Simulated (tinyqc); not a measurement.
# Isotype n-N heterojunction, non-linear Poisson equation by Newton steps, Boltzmann statistics: effects of single changes

One dimension, material 1 (n-type) at x < 0 and material 2 (n-type) at x > 0. Band edges: Ec = -psi in material 1 and -psi + dEc in material 2, Ev = Ec - Eg. Equilibrium, Fermi level at 0. n = Nc F((EFn - Ec)/Vt), p = Nv F((Ev - EFp)/Vt), with F(eta) = exp(eta) (Boltzmann statistics); full ionisation, no interface charge, classical densities; the doping types are chosen for the exercise.

Parameters, values chosen for the exercise; band and dielectric values close to those of InP and In0.53Ga0.47As:
```
symbol,value,unit,meaning
T,300,K,temperature
Eg1,1.33,eV,band gap of material 1
er1,12.4,,relative permittivity of material 1
Nc1,5.77e17,cm^-3,conduction-band density of states of material 1
Nv1,1.11e19,cm^-3,valence-band density of states of material 1
Eg2,0.727,eV,band gap of material 2
er2,14.1,,relative permittivity of material 2
Nc2,2.11e17,cm^-3,conduction-band density of states of material 2
Nv2,7.78e18,cm^-3,valence-band density of states of material 2
dEc,-0.23,eV,conduction-band offset Ec2 - Ec1
N1,1.9e16,cm^-3,donor density of material 1
N2,9e15,cm^-3,donor density of material 2
V,0,V,bias of side 1 against side 2
```

Constants: q = 1.602176634e-19 C, kB = 1.380649e-23 J/K, Vt = kB T/q, eps0 = 8.8541878128e-14 F/cm where lengths are in cm. Results are converted to the units shown.

Each table varies one quantity; the others keep the values above.

## Effect of the donor density of material 1

Exact first integral: on each side D^2/(2 eps0 er) = G, G = q [Vt (nI_j - nI_b) + Vt (pI_j - pI_b) - C (psi_j - psi_b)], with C = +N1 or +N2, b the neutral end of that side, and nI, pI the densities themselves. D is continuous, so er1 G1(psi_j) = er2 G2(psi_j) fixes psi_j. Ends from Nc1 F(psi_L/Vt) = N1 and Nc2 F((V + psi_R - dEc)/Vt) = N2. D is counted positive when psi rises towards material 2.

Effect of the donor density of material 1:

| N1 (cm^-3) | psi_R - psi_L (V) | psi_j - psi_L (V) | psi_R - psi_j (V) | D/q (cm^-2) | n_j in 1 (cm^-3) | n_j in 2 (cm^-3) |
|---|---|---|---|---|---|---|
| 9.5e14 | -0.1459 | -0.1266 | -0.01928 | -3.625e10 | 7.100e12 | 1.897e16 |
| 1.9e15 | -0.1638 | -0.1368 | -0.02700 | -5.378e10 | 9.571e12 | 2.558e16 |
| 3.7e15 | -0.1810 | -0.1447 | -0.03627 | -7.768e10 | 1.370e13 | 3.660e16 |
| 7.4e15 | -0.1989 | -0.1511 | -0.04781 | -1.128e11 | 2.140e13 | 5.720e16 |
| 1.5e16 | -0.2172 | -0.1558 | -0.06139 | -1.635e11 | 3.619e13 | 9.672e16 |
| 2.9e16 | -0.2342 | -0.1588 | -0.07543 | -2.299e11 | 6.229e13 | 1.665e17 |
| 5.8e16 | -0.2522 | -0.1609 | -0.09127 | -3.277e11 | 1.150e14 | 3.073e17 |
| 1.2e17 | -0.2710 | -0.1622 | -0.1087 | -4.737e11 | 2.259e14 | 6.037e17 |

As N1 goes from 9.5e14 to 1.2e17, the total bending falls from -0.146 to -0.271 V and the sheet charge D/q falls from -3.62e10 to -4.74e11 cm^-2; the share of the bending in material 1 falls from 86.8 to 59.9 %. In every row electrons move into material 2, which accumulates, while the other side depletes. For N1 = 1.5e16, 2.9e16, 5.8e16, 1.2e17 a density at the interface exceeds 0.3 of the band density of states, which Boltzmann statistics overestimate.

## Effect of the donor density of material 2

Same model as above.

Effect of the donor density of material 2:

| N2 (cm^-3) | psi_R - psi_L (V) | psi_j - psi_L (V) | psi_R - psi_j (V) | D/q (cm^-2) | n_j in 1 (cm^-3) | n_j in 2 (cm^-3) |
|---|---|---|---|---|---|---|
| 4.5e14 | -0.3008 | -0.1633 | -0.1375 | -1.892e11 | 3.431e13 | 9.171e16 |
| 8.6e14 | -0.2840 | -0.1628 | -0.1212 | -1.889e11 | 3.496e13 | 9.345e16 |
| 1.6e15 | -0.2680 | -0.1621 | -0.1059 | -1.884e11 | 3.600e13 | 9.622e16 |
| 3.2e15 | -0.2500 | -0.1607 | -0.08935 | -1.874e11 | 3.796e13 | 1.014e17 |
| 6e15 | -0.2338 | -0.1587 | -0.07504 | -1.861e11 | 4.091e13 | 1.093e17 |
| 1.2e16 | -0.2159 | -0.1555 | -0.06035 | -1.838e11 | 4.635e13 | 1.239e17 |
| 2.2e16 | -0.2002 | -0.1515 | -0.04870 | -1.809e11 | 5.414e13 | 1.447e17 |
| 4.2e16 | -0.1835 | -0.1457 | -0.03775 | -1.768e11 | 6.768e13 | 1.809e17 |

As N2 goes from 4.5e14 to 4.2e16, the total bending rises from -0.301 to -0.183 V and the sheet charge D/q rises from -1.89e11 to -1.77e11 cm^-2; the share of the bending in material 1 rises from 54.3 to 79.4 %. In every row electrons move into material 2, which accumulates, while the other side depletes. In every row a density at the interface exceeds 0.3 of the band density of states, which Boltzmann statistics overestimate.

Numbers from tinyqc (`OMP_NUM_THREADS=1 python tinyqc.py 2040054 2040055 out.jsonl`; about 0.01 s on one thread of a shared Intel Xeon 2.30GHz).
